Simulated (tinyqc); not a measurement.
## Inverter chain driving a load

N inverters, each f = Hc^(1/N) times larger than the one before: delay tau N (f + pp). Switched capacitance in units of the first input, with output capacitance pp times the input: Hc + (1 + pp)(Hc - 1)/(f - 1).

Parameters, values chosen for the exercise: load over the input capacitance of the chain Hc = 220; parasitic delay of an inverter pp = 0; delay unit tau = 2.5 ps.

Inverter chain driving a load:
```
N,f,delay (ps),switched capacitance
2,14.83,74.16,235.8
3,6.037,45.28,263.5
4,3.851,38.51,296.8
5,2.941,36.76,332.8
6,2.457,36.85,370.3
7,2.161,37.82,408.6
8,1.962,39.25,447.5
9,1.821,40.97,486.8
```

Read the table: what changes, and by how much?

The delay goes from 74.2 through a minimum of 36.8 (at N = 5 among the rows listed) to 41.0 ps. The best stage effort solves pp + rho (1 - ln rho) = 0, rho = 2.72, which gives N = ln Hc/ln rho = 5.39. One stage fewer than the best costs 4.8 % in delay and saves 11 % of the switched capacitance.

Program tinyqc, `OMP_NUM_THREADS=1 python tinyqc.py 2082029 2082030 out.jsonl`; Intel Xeon 2.30GHz, shared host, one thread, about 0.01 s.
